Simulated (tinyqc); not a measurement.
# Resistance of a tapered via with liner, size effect and interface: several studies

A round via whose diameter grows from db at the bottom as D(z) = db + 2 z/tan(ang). The fill, of diameter D - 2 tl, starts above the bottom liner (thickness fb tl) and has rho = rho0 (1 + ks lam/(D - 2 tl)); the sidewall liner conducts in parallel with it. The bottom liner and the interface are crossed over the full area pi db^2/4. Spreading in the lines above and below is left out.

Parameters, values chosen for the exercise; fill metal close to molybdenum:
- db = 18 nm (diameter at the bottom)
- hv = 62 nm (height)
- ang = 86 degrees (sidewall angle)
- rho0 = 5.16 uohm cm (bulk resistivity of the fill)
- lam = 10.9 nm (mean free path of the fill)
- ks = 0.9 (size-effect factor)
- tl = 0.2 nm (liner on the sidewall)
- fb = 0.5 (liner at the bottom over that on the sidewall)
- rl = 220 uohm cm (resistivity of the liner)
- ri = 1.6e-12 ohm cm^2 (interface resistivity at the bottom)
- Sb = 1.3e15 S/m^2 (ballistic conductance per area, about 3/(4 rho0 lam))
- rho2 = 5.27 uohm cm (bulk resistivity of the second fill (close to tungsten))
- lam2 = 15.6 nm (its mean free path)
- tl2 = 3.5 nm (its liner)

Each table varies one quantity; the others keep the values above.

## Via resistance against the diameter at the bottom

Slices between z0 = fb tl and hv, evaluated at their midpoints: conductance per length pi/4 [(D - 2 tl)^2/rho + (D^2 - (D - 2 tl)^2)/rl], slice resistance = slice height over that. 2000 slices. R_fill = sum of the slices; R_bottom = rl fb tl/(pi db^2/4); R_interface = ri/(pi db^2/4); ballistic (Sharvin) limit 1/(Sb pi (db - 2 tl)^2/4); ideal cylinder rho0 hv/(pi db^2/4).

Via resistance against the diameter at the bottom:
columns A: db (nm); B: R_fill (ohm); C: R_bottom (ohm); D: R_interface (ohm); E: R (ohm); F: ballistic limit (ohm); G: R over ideal cylinder; H: largest part
```
A         B        C        D       E       F      G     H
6     111.9    7.781    5.659   125.4   31.23  1.108  fill
8.3   59.20    4.066    2.957   66.22   15.69  1.120  fill
11    34.05    2.315    1.684   38.05   8.717  1.130  fill
16    16.25    1.094   0.7958   18.14   4.025  1.140  fill
22    8.624   0.5787   0.4209   9.624   2.099  1.144  fill
30    4.639   0.3112   0.2264   5.177   1.118  1.144  fill
42    2.362   0.1588   0.1155   2.636  0.5660  1.141  fill
58    1.234  0.08327  0.06056   1.378  0.2952  1.138  fill
80   0.6463  0.04377  0.03183  0.7219  0.1546  1.134  fill
```

R falls from 125 to 0.722 ohm. The fill is the largest part at db = 6 and in all other rows. R goes as db^(-1.97) between the first two rows and db^(-2.01) between the last two; area alone gives -2.

## Via resistance against the sidewall angle

Same model as above.

2000 slices.

The same in every row: R_bottom (ohm) = 0.8645; R_interface (ohm) = 0.6288; ballistic limit (ohm) = 3.162.

Results:
```
ang (degrees)  R_fill (ohm)  R (ohm)  R over ideal cylinder  largest part
90                    20.41    21.91                  1.742          fill
89                    17.82    19.31                  1.536          fill
88                    15.80    17.29                  1.375          fill
87                    14.18    15.68                  1.247          fill
86                    12.86    14.35                  1.142          fill
82                    9.330    10.82                 0.8609          fill
```

Estimate the missing row, ang = 84 degrees.

Computed row:
```
ang (degrees)  R_fill (ohm)  R (ohm)  R over ideal cylinder  largest part
84                    10.82    12.32                 0.9798          fill
```

With this row back in the table: R falls from 21.9 to 10.8 ohm. The fill is the largest part at ang = 90 and in all other rows. The share of the two bottom terms goes from 6.82 to 13.8 %.

## Two fill metals against the diameter

2000 slices. R_fill = sum of the slices; R_bottom = rl fb tl/(pi db^2/4); R_interface = ri/(pi db^2/4). The second fill has rho2, lam2 and tl2 in place of rho0, lam and tl.

Results:
```
db (nm)  R, first fill (ohm)  R, second fill (ohm)  ratio second/first
12                    32.046                168.69              5.2639
17                    16.080                58.422              3.6333
24                    8.0894                23.729              2.9334
35                    3.8006                9.6951              2.5509
49                    1.9339                4.5656              2.3608
100                  0.46102               0.99657              2.1617
```

Estimate the missing row, db = 70 nm.

Computed row:
```
db (nm)  R, first fill (ohm)  R, second fill (ohm)  ratio second/first
70                   0.94423                2.1134              2.2382
```

With this row back in the table: The ratio goes from 5.26 to 2.16. The first fill gives the lower R in every row.

tinyqc, about 0.01 s, one thread, Intel Xeon 2.30GHz (shared host): `OMP_NUM_THREADS=1 python tinyqc.py 2750192 2750193 out.jsonl`
